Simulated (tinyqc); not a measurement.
Valence-band offset from core levels (Kraut method), with the dipole against the affinity rule: two steps of the calculation.

Binding energies are counted downwards from the Fermi level. dEv > 0 means that the valence edge of B lies below that of A, dEc > 0 that the conduction edge of B lies above that of A; dEc + dEv = EgB - EgA. The spectra are made-up values treated as data.

Inputs (values chosen for the exercise); gaps and affinities close to those of gallium nitride (A) and aluminium oxide (B): electron affinity of A chiA = 4.08 eV; electron affinity of B chiB = 1.01 eV; relative permittivity inside the dipole layer ei = 9.5; thickness of the dipole layer dd = 0.18 nm; background counts in the gap bg = 57.

Constants: q = 1.602176634e-19 C, eps0 = 8.8541878128e-14 F/cm where lengths are in cm. Results are converted to the units shown.

Question 1. Valence-band maximum of bare A. Fit a straight line to the leading edge by least squares; the maximum vA lies where it meets the background.

```
point  binding energy (eV)  counts on the leading edge
0                     2.02                         114
1                     2.14                         140
2                     2.26                         167
3                     2.38                         196
4                      2.5                         227
5                     2.62                         248
```

Give: slope; intercept; vA.

Answer 1.

slope = 228.57 counts/eV
intercept = -348.29 counts
vA = 1.7731 eV

Question 2. Interface dipole. The affinity rule gives dEc(0) = chiA - chiB; the dipole step is D = dEc - dEc(0), and two sheets of opposite charge dd apart hold N = eps0 ei |D|/(q dd).

dEc = 3.6731250 eV

Find: dEc(0); D; N; field in the dipole layer.

Answer 2.

dEc(0) = 3.0700 eV
D = 0.60313 eV
N = 1.7591e14 cm^-2
field in the dipole layer = 33.507 MV/cm

N is 0.25 elementary charges for each of about 7e14 surface atoms per cm^2.

tinyqc, about 0.01 s, one thread, Intel Xeon 2.30GHz (shared host): `OMP_NUM_THREADS=1 python tinyqc.py 2410148 2410149 out.jsonl`
